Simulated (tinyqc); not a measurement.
k.p values derived from sp3s* tight binding at Gamma: one step. Electron mass. Two cases, with inputs chosen for the exercise.

Task: m0/m = [<S+|d2H/dkx^2|S+>/2 + sum P^2/(E(S+) - E(P))]/c over P- and P+, with the direct term -(a/4)^2 sa sc Vss.

At Gamma the states are two-level mixtures: s-like S+ (upper) and S- (lower) from [[Esa, Vss], [Vss, Esc]], p-like P- (valence) and P+ from [[Epa, Vxx], [Vxx, Epc]], and the bare s* levels. With real k in 1/angstrom and kz = 0, the phase sums over the four bonds are g0 = 1 - (a k/4)^2/2, g1 = i a kx/4, g3 = -(a/4)^2 kx ky to second order. Each mixture is written (anion, cation) with the anion part positive. c = hbar^2/2m0. No spin-orbit coupling.

Constants: hbar^2/2m0 = 3.80998211 eV angstrom^2.

Case 1.

Values chosen (out of a larger set: near a published set for SiC, fitted to gaps, whose masses and valley positions are rough; not measured data): a = 4.361 angstrom (lattice constant); Vss = -12.452 eV (s-s).

States:
```
state      E (eV)  anion part  cation part
S-     -19.237141   0.7559472    0.6546326
P-      -0.050006   0.8172187   -0.5763277
S+       5.925141   0.6546326   -0.7559472
P+       6.447006   0.5763277    0.8172187
```

Couplings:
```
pair       P (eV angstrom)  E(first) - E(second) (eV)
S+ to P-        -10.105251                   5.975147
S+ to P+          1.144036                  -0.521865
S- to P-          0.879473                 -19.187135
s*a to P-        -5.413160                   9.775006
s*c to P-         3.912261                   9.282006
```

Case 2.

Values chosen (out of a larger set: near a published set for AlAs, fitted to gaps, whose masses and valley positions are rough; not measured data): a = 5.661 angstrom (lattice constant); Vss = -6.617 eV (s-s).

States:
```
state      E (eV)  anion part  cation part
S-     -11.638524   0.8456408    0.5337523
P-       0.017711   0.8874022   -0.4609960
S+       3.021524   0.5337523   -0.8456408
P+       4.569289   0.4609960    0.8874022
```

Couplings:
```
pair       P (eV angstrom)  E(first) - E(second) (eV)
S+ to P-         -7.662983                   3.003813
S+ to P+          0.394540                  -1.547765
S- to P-          0.871141                 -11.656235
s*a to P-        -2.943740                   7.393289
s*c to P-         6.312133                   6.703289
```

Give: parts of m0/m; mass.

Result:

Case 1.

parts of m0/m: direct -1.922, from P- 4.486, from P+ -0.658

mass = 0.5250 m0

The valence band supplies 235 % of m0/m; the direct term, which stands in for the free-electron 1, is -1.92. S+ is not the lowest valley of SiC; this is the mass of the Gamma level.

Case 2.

parts of m0/m: direct -1.570, from P- 5.131, from P+ -0.026

mass = 0.2829 m0

The valence band supplies 145 % of m0/m; the direct term, which stands in for the free-electron 1, is -1.57. S+ is not the lowest valley of AlAs; this is the mass of the Gamma level.

Computed by tinyqc, one run a case: `OMP_NUM_THREADS=1 python tinyqc.py N N+1 out.jsonl` with N = 1480410, 1480462; one thread of a shared Intel(R) Xeon(R) Processor @ 2.30GHz, about 0.01 s a run at most.
